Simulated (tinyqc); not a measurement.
Worked calculation: tight binding, kagome lattice. One step of it, computed by the program tinyqc.

Task: Levels at k. Diagonalise the Hermitian matrix.

H(k) at k (eV), order A, B, C:
$$\begin{pmatrix}
0.000000 & 0.461601+1.351058i & 1.068264+0.516058i \\
0.461601-1.351058i & 0.000000 & -1.871058+0.981601i \\
1.068264-0.516058i & -1.871058-0.981601i & 0.530000
\end{pmatrix}$$

Give: eigenvalues; weights |c|^2 of the basis functions.

Result:

eigenvalues (eV): [-2.994, 1.080, 2.444]

weights |c|^2 of the basis functions, order A, B, C:
$$\begin{pmatrix}
0.275 & 0.697 & 0.029 \\
0.413 & 0.146 & 0.441 \\
0.313 & 0.157 & 0.530
\end{pmatrix}$$
